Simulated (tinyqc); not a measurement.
# Geometry relaxation of a small cluster, step by step

A worked calculation. Computed by tinyqc, a small Python program that keeps every step. Command: `OMP_NUM_THREADS=1 python tinyqc.py 3002744 3002745 out.jsonl relax walk`. One thread of a shared host (Intel(R) Xeon(R) Processor @ 2.30GHz), about 0.01 s of CPU time with the checks. Intermediate numbers are printed to about 5 digits and carried at full precision; extremes and crossings named in words are read from the listed rows.

E = sum_(i<j) phi(r_ij), phi(r) = eps [exp(-2 alpha (r - r0)) - 2 exp(-alpha (r - r0))]; the force on i is -sum_j phi'(r_ij) (R_i - R_j)/r_ij.

Inputs (values chosen for the exercise, for model atoms):
```
quantity                 value           unit
length r0                 2.47       angstrom
well depth eps             0.5             eV
stiffness alpha           2.12     1/angstrom
step factor eta          0.034  angstrom^2/eV
largest number of steps    500              -
```

Potential: Morse. Method: steepest descent.

starting positions (angstrom):
```
           x      y      z
atom 1  0.04  -0.01  -0.04
atom 2  2.33   0.01  -0.19
atom 3  1.13   2.16   0.07
atom 4  1.06   0.71   1.88
atom 5  1.25   0.34  -2.19
```

## Energy and forces at the start

Evaluate E and the forces at the starting positions.

distances (angstrom): 1-2 2.2950, 1-3 2.4309, 1-4 2.2902, 1-5 2.4918, 2-3 2.4759, 2-4 2.5274, 2-5 2.2968, 3-4 2.3202, 3-5 2.9042, 4-5 4.0912

energy at the start = -3.9625 eV

forces (eV/angstrom):
```
              x        y        z
atom 1  -2.0632  -0.6296  -1.2046
atom 2   1.8948  -0.1009   1.2711
atom 3   0.1558   0.5170  -1.2380
atom 4   0.7195  -0.2930   1.8140
atom 5  -0.7069   0.5066  -0.6424
```

## The first two steps

Steepest descent: R(new) = R + eta F. No atom moves more than 0.3 angstrom a step (the whole step is scaled). Stop when the largest force component is below 1e-5 eV/angstrom.

positions after step 1 (angstrom):
```
              x        y        z
atom 1  -0.0301  -0.0314  -0.0810
atom 2   2.3944   0.0066  -0.1468
atom 3   1.1353   2.1776   0.0279
atom 4   1.0845   0.7000   1.9417
atom 5   1.2260   0.3572  -2.2118
```

energy after step 1 = -4.2998 eV

positions after step 2 (angstrom):
```
              x        y        z
atom 1  -0.0375  -0.0297  -0.0916
atom 2   2.4005   0.0127  -0.1262
atom 3   1.1371   2.1634   0.0064
atom 4   1.0936   0.6939   1.9457
atom 5   1.2163   0.3697  -2.2043
```

energy after step 2 = -4.3473 eV

## All steps

The formulas are those given above.

Course of the relaxation:
```
step   E (eV)  largest force (eV/angstrom)  force calls
0     -3.9625                   2.0632e+00            1
1     -4.2998                   6.3301e-01            2
2     -4.3473                   5.6314e-01            3
3     -4.3815                   5.1778e-01            4
4     -4.4083                   4.7968e-01            5
5     -4.4303                   4.4372e-01            6
6     -4.4490                   4.0797e-01            7
7     -4.4649                   3.7159e-01            8
8     -4.4786                   3.3429e-01            9
...       ...                          ...          ...
104   -4.5365                   2.1521e-05          105
105   -4.5365                   1.9523e-05          106
106   -4.5365                   1.7711e-05          107
107   -4.5365                   1.6067e-05          108
108   -4.5365                   1.4576e-05          109
109   -4.5365                   1.3223e-05          110
110   -4.5365                   1.1996e-05          111
111   -4.5365                   1.0882e-05          112
112   -4.5365                   9.8724e-06          113
```

final positions (angstrom):
```
              x        y        z
atom 1  -0.0617  -0.0955  -0.0844
atom 2   2.4122  -0.0477  -0.0422
atom 3   1.1355   2.0693  -0.1554
atom 4   1.1262   0.7276   1.9102
atom 5   1.1978   0.5564  -2.0982
```

final energy = -4.5365 eV

steps = 112

largest force at the end = 9.8724e-06 eV/angstrom

Converged in 112 steps.

## Curvatures at the end

Hessian at the final positions by central differences of the forces; six eigenvalues vanish (translations and rotations). Steepest descent is stable for eta below 2/lambda_max and contracts the softest mode by 1 - eta lambda_min a step.

non-zero eigenvalues (eV/angstrom^2): 2.730  2.730  6.087  8.624  8.624  9.276  9.276  15.554  19.150

condition number = 7.0148

largest stable eta = 0.10444 angstrom^2/eV

contraction of the softest mode = 0.90718

All are positive, so the end point is a minimum.

## Four methods from the same start

Conjugate gradient (Polak-Ribiere): d = F + beta d(old), beta = max(0, F.(F - F(old))/|F(old)|^2), d = F at first; step length from one secant, s = eta (F.d)/(F.d - F(R + eta d).d), replaced by eta if that is not positive; R(new) = R + s d. BFGS: R(new) = R + B F with the inverse Hessian B = eta 1 at first; with s = R(new) - R, y = F - F(new), rho = 1/(y.s): B(new) = (1 - rho s y^T) B (1 - rho y s^T) + rho s s^T, skipped if y.s is not positive. FIRE with unit mass: if F.v > 0, v = (1 - a) v + a |v| F/|F|, and after more than 5 such steps in a row dt = min(1.1 dt, 5 dt0), a = 0.99 a; else v = 0, a = 0.1, and dt = dt/2 (not at the first step). Then v = v + dt F, R(new) = R + dt v. dt0 = sqrt(eta), a = 0.1 at first. In this comparison each method may take up to 1500 steps.

Cost:
```
method              steps  force calls  final E (eV)  calls to reach 1e-2
steepest descent      112          113       -4.5365                   42
conjugate gradient     17           35       -4.5365                   19
BFGS                   24           25       -4.5365                   15
FIRE                  121          122       -4.5365                   56
```

In force calls the order is BFGS (25), conjugate gradient (35), steepest descent (113), FIRE (122). All that converged end at the same energy. Near the minimum steepest descent multiplies the slowest mode by 0.907 in size a step, 24 steps a decade of force, at a condition number of 7.0. On this problem it beats FIRE in force calls.

Checks made by the program: forces against finite differences of E (relative difference 5e-10).
